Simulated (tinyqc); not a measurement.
Raman shift of the zone-centre optical phonon of a diamond-structure crystal under stress. From shift of the observed line back to stress sigma (tension positive). Computed by tinyqc, a small Python program. Command: `OMP_NUM_THREADS=1 python tinyqc.py 3010548 3010549 out.jsonl ramanstress inv`. One thread of a shared host (Intel(R) Xeon(R) Processor @ 2.30GHz), about 0.02 s of CPU time with the checks.

Axes x, y, z are the cube axes. Strain shifts the threefold optical mode and can split it; p, q and r are the phonon deformation potentials.

Inputs (values chosen for the exercise, modelled on silicon):
```
quantity                       value    unit
unstrained frequency omega_0     521    1/cm
p/omega_0^2                    -1.88       -
q/omega_0^2                    -2.41       -
r/omega_0^2                   -0.692       -
C11                            168.1     GPa
C12                            62.95     GPa
C44                            78.41     GPa
polarisation angle phi            20  degree
```

Stress state: uniaxial. Axis: [210].

Method:
- S11 = (C11 + C12)/D, S12 = -C12/D, D = (C11 - C12)(C11 + 2 C12), S44 = 1/C44.
- Uniaxial stress along the unit vector n of the axis: sigma_ij = sigma n_i n_j.
- eps_xx = S11 sigma_xx + S12 (sigma_yy + sigma_zz), and cyclic; eps_xy = S44 sigma_xy/2 (tensor strain).
- Secular matrix: M_xx = p eps_xx + q (eps_yy + eps_zz), M_xy = 2 r eps_xy; its eigenvalues are omega^2 - omega_0^2, and the shifts are these over 2 omega_0.
- Backscattering from a (001) surface: incident polarisation (cos phi, sin phi, 0). With Raman tensors (R_z)_xy = (R_z)_yx = 1 and cyclic, only the z component u_z of a mode counts: I = u_z^2 sin^2(2 phi) for parallel and u_z^2 cos^2(2 phi) for crossed polarisers. An unresolved line sits at the intensity-weighted shift, which is M_zz/(2 omega_0).

Question. A run gave the result below. Find the stress sigma (tension positive), known to lie between 0.26 and 0.61 GPa.

shift of the observed line = -1.081881 1/cm

Answer.

Each step takes the trial c = (a f_b - b f_a)/(f_b - f_a), f being the result less the target and a, b, c the logarithms of the listed values; c replaces end b, the old b replaces a if the sign of f changed, and otherwise f_a is halved.

Scan of the range:
```
stress sigma (tension positive) (GPa)  shift of the observed line (1/cm)
0.260                                                           -0.62830
0.300                                                           -0.72496
0.345                                                           -0.83370
0.398                                                           -0.96178
0.459                                                           -1.10919
0.529                                                           -1.27835
0.610                                                           -1.47408
```

False position (Illinois rule, in the logarithm of the input) inside the bracket:
```
step     end a     end b     trial  shift of the observed line (1/cm)
1     0.398000  0.459000  0.447034                           -1.08027
2     0.459000  0.447034  0.447692                           -1.08186
3     0.459000  0.447692  0.447708                           -1.08190
4     0.447692  0.447708  0.447700                           -1.08188
```

Shift of the observed line falls at every point of a 13-point scan of the range (every second point is shown), so one value fits; it is bracketed by 0.398 and 0.459. The scan shows a pure power law with exponent 1.000, so scaling from any one row also gives the answer directly. Answer: stress sigma (tension positive) = 0.4477 GPa.
